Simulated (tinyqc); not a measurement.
Order-disorder in a binary alloy on two sublattices: Bragg-Williams and pair (quasi-chemical) approximations: one step, computed by the program tinyqc.

All z = 8 neighbours of a site lie on the other sublattice. B fills the sublattices with x + eta/2 and x - eta/2; energies are per site, from the pure components: u = -z w y with y the probability of an A-B bond taken in one order.

Problem. Critical temperatures. Bragg-Williams: k_B T_c = 2 z w x (1 - x). Pair approximation at x = 1/2: k_B T_c = w/ln(z/(z - 2)).

Inputs (values chosen for the exercise, for a model alloy): ordering energy w = (e_AA + e_BB)/2 - e_AB = 45 meV; fraction x of B = 0.41.

Lattice: bcc (B2 order, z = 8).

Constants: k_B = 8.617333262e-05 eV/K.

Give: T_c, Bragg-Williams; T_c, pair approximation at x = 1/2.

Solution.

T_c, Bragg-Williams = 2021 K

T_c, pair approximation at x = 1/2 = 1815 K

At x = 1/2 the pair value is 0.869 of the Bragg-Williams one; the ratio tends to 1 as z grows.
